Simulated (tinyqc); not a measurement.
Landau-Devonshire theory of a uniaxial ferroelectric: one step, computed by the program tinyqc.

G(P) = (alpha/2) P^2 + (beta*/4) P^4 + (gamma/6) P^6 - E P per volume, SI units, one domain, P along the polar axis.

Problem. A capacitor with imperfect screening. Between shorted electrodes with screening length lambda each, the depolarising field is -k P, k = 2 lambda/(eps_0 (d + 2 lambda eps_b)), so alpha turns into alpha + k. Ps^2 = [-beta* + sqrt(beta*^2 - 4 alpha gamma)]/(2 gamma). The polar state is the lowest uniform state while alpha + k < 0 (beta* > 0) or < 3 beta*^2/(16 gamma) (beta* < 0); setting the equality gives the critical thickness d_c.

Inputs (values chosen for the exercise, modelled on barium titanate): Curie-Weiss temperature T0 = 381 K; gamma = 1.73e+10 J m^9/C^6; temperature T = 342 K; film thickness d = 5.8 nm; screening length lambda = 0.0067 nm; background permittivity eps_b = 8.

Sample: free crystal.

alpha = -2.593500e+07 J m/C^2

beta* = -8.04e+08 J m^5/C^4

Constants: eps_0 = 8.8541878128e-12 F/m.

Give: depolarising coefficient k; polarisation of the film; size of the depolarising field; critical thickness d_c.

Solution.

depolarising coefficient k = 2.562e+08 J m/C^2

polarisation of the film = 0 microcoulomb/cm^2

size of the depolarising field = 0 MV/m

critical thickness d_c = 45.84 nm

The film is thinner than d_c, so the uniform polar state is not the lowest one; a real film may break into domains or be non-polar.
